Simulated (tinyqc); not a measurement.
From results back to parameters: metal-induced gap states at the contact of a metal chain and a two-band chain. Three cases, with inputs chosen for the exercise.

Problem. With gap states the barrier for electrons is phi = S (W - chi - p) + p, W being the work function of the metal, S the pinning factor and p the depth of the neutrality level below the conduction edge. The barriers for two metals come from hidden S and p, those of the chain and not of a measured contact.

Find: S, p (eV).

Method. The slope of the barrier against W is S; then p = (phi1 - S (W1 - chi))/(1 - S).

Case 1.

Values chosen (out of a larger set: gap and optical dielectric constant near those of SiC; the chain itself is a model; not measured data): W1 = 4.29 eV (work function of metal 1); W2 = 5.59 eV (of metal 2); chi = 3.52 eV (electron affinity).

barriers (eV): metal 1 1.45310, metal 2 1.98090

Solution.

S, p (eV): 0.406  1.920

Case 2.

Values chosen (out of a larger set: gap and optical dielectric constant near those of HfO2; the chain itself is a model; not measured data): W1 = 4.39 eV (work function of metal 1); W2 = 5.48 eV (of metal 2); chi = 2.39 eV (electron affinity).

barriers (eV): metal 1 2.38220, metal 2 3.17463

Solution.

S, p (eV): 0.727  3.400

Case 3.

Values chosen (out of a larger set: gap and optical dielectric constant near those of Si; the chain itself is a model; not measured data): W1 = 4.38 eV (work function of metal 1); W2 = 5.62 eV (of metal 2); chi = 4.06 eV (electron affinity).

barriers (eV): metal 1 0.53275, metal 2 0.71751

Solution.

S, p (eV): 0.149  0.570

Computed by tinyqc, one run a case: `OMP_NUM_THREADS=1 python tinyqc.py N N+1 out.jsonl` with N = 1450854, 1450865, 1450875; one thread of a shared Intel(R) Xeon(R) Processor @ 2.30GHz, about 0.01 s a run at most.
